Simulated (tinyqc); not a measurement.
Geometry relaxation of a small cluster: one step, computed by the program tinyqc.

E = sum_(i<j) phi(r_ij), phi(r) = eps [exp(-2 alpha (r - r0)) - 2 exp(-alpha (r - r0))]; the force on i is -sum_j phi'(r_ij) (R_i - R_j)/r_ij.

Problem. The first two steps. Conjugate gradient (Polak-Ribiere): d = F + beta d(old), beta = max(0, F.(F - F(old))/|F(old)|^2), d = F at first; step length from one secant, s = eta (F.d)/(F.d - F(R + eta d).d), replaced by eta if that is not positive; R(new) = R + s d. No atom moves more than 0.3 angstrom a step (the whole step is scaled). Stop when the largest force component is below 1e-5 eV/angstrom.

Inputs (values chosen for the exercise, for model atoms):
```
quantity,value,unit
length r0,2.76,angstrom
well depth eps,0.44,eV
stiffness alpha,1.54,1/angstrom
step factor eta,0.13,angstrom^2/eV
```

Potential: Morse. Method: conjugate gradient.

starting positions (angstrom):
```
,x,y,z
atom 1,-0.03,0.03,0.14
atom 2,2.67,0.09,0.07
atom 3,1.37,2.46,0.16
atom 4,1.51,0.61,2.16
```

Give: positions after step 1; energy after step 1; positions after step 2; energy after step 2.

Solution.

positions after step 1 (angstrom):
```
,x,y,z
atom 1,-0.069,0.026,0.102
atom 2,2.760,0.047,-0.055
atom 3,1.358,2.470,0.155
atom 4,1.471,0.647,2.327
```

energy after step 1 = -2.622 eV

positions after step 2 (angstrom):
```
,x,y,z
atom 1,-0.038,0.049,0.096
atom 2,2.748,0.052,-0.082
atom 3,1.352,2.418,0.173
atom 4,1.458,0.672,2.343
```

energy after step 2 = -2.635 eV
